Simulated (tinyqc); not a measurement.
Approach to the steady line: permeation of metal atoms or ions through a thin barrier or dielectric: time lag, field-aided drift and lifetime. Computed by tinyqc, a small Python program. Command: `OMP_NUM_THREADS=1 python tinyqc.py 3003976 3003977 out.jsonl barrier walk`. One thread of a shared host (Intel(R) Xeon(R) Processor @ 2.30GHz), about 0.01 s of CPU time with the checks.

The film 0 < x < d is empty at first; C = C0 at x = 0 and C = 0 at x = d. dC/dt = D d2C/dx2 - v dC/dx with drift v = D z e V/(k_B T d) (uniform field, no space charge).

Inputs (values chosen for the exercise, for a model case: singly charged ions through a dielectric):
```
quantity                                   value    unit
thickness d                                   31      nm
prefactor D0                             2.8e-06  cm^2/s
activation energy E                        0.713      eV
concentration at the source side C0      1.6e+14  1/cm^3
charge number z                                1       -
voltage V (positive drives ions across)     0.13       V
test temperature T                           200       C
```

Constants: k_B = 8.617333262e-05 eV/K.

Method:
- D = D0 exp(-E/(k_B T)); time scale d^2/D; Peclet number P = z V/(k_B T), k_B T in eV; 1 nm = 1e-7 cm.
- Temperatures in kelvin are T(C) + 273.15.
- Steady flux J = (D C0/d) P/(1 - exp(-P)); time lag in units of d^2/D: s_L = [P (1 + exp(-P))/(1 - exp(-P)) - 2]/P^2 (P = 0: J = D C0/d, s_L = 1/6).
- Dose through the film Q(s) = C0 d {f (s - s_L) - 2 exp(P/2) sum_(n=1..200) (-1)^n n^2 pi^2 exp(-l_n s)/l_n^2}, l_n = n^2 pi^2 + P^2/4, f = P/(1 - exp(-P)) the relative flux.
- Short-time form for P = 0: Q/(C0 d) = 4 sqrt(s) ierfc(1/(2 sqrt(s))), ierfc(y) = exp(-y^2)/sqrt(pi) - y erfc(y).

Peclet number P = 3.18839

flux relative to D C0/d = 3.32553

time lag s_L = 0.143881

Q/(C0 d):
```
s         series  steady line f (s - s_L)  series without field  short-time form, no field
0.03  2.2390e-05                  -0.3787            4.8419e-06                 4.8419e-06
0.05  1.2060e-03                  -0.3122            2.6934e-04                 2.6934e-04
0.08  1.3803e-02                  -0.2124            3.2066e-03                 3.2066e-03
0.12  6.1480e-02                  -0.0794            1.4887e-02                 1.4887e-02
0.20  2.3931e-01                   0.1866            6.1464e-02                 6.1463e-02
0.30  5.3442e-01                   0.5192            1.4382e-01                 1.4379e-01
0.50  1.1856e+00                   1.1843            3.3479e-01                 3.3326e-01
0.80  2.1820e+00                   2.1819            6.3341e-01                 6.1838e-01
1.20  3.5122e+00                   3.5122            1.0333e+00                 9.7002e-01
```

What does the comparison show, and why?

The dose lies above the steady line at all times and, among these rows, is within 1 % of it from s = 0.5 on (the lag is s_L = 0.144); for a known P the intercept of that line gives D and its slope D C0. The field changes the dose by a factor 4.62 in the first row and 3.40 in the last; at short times the factor tends to exp(P/2) = 4.92.
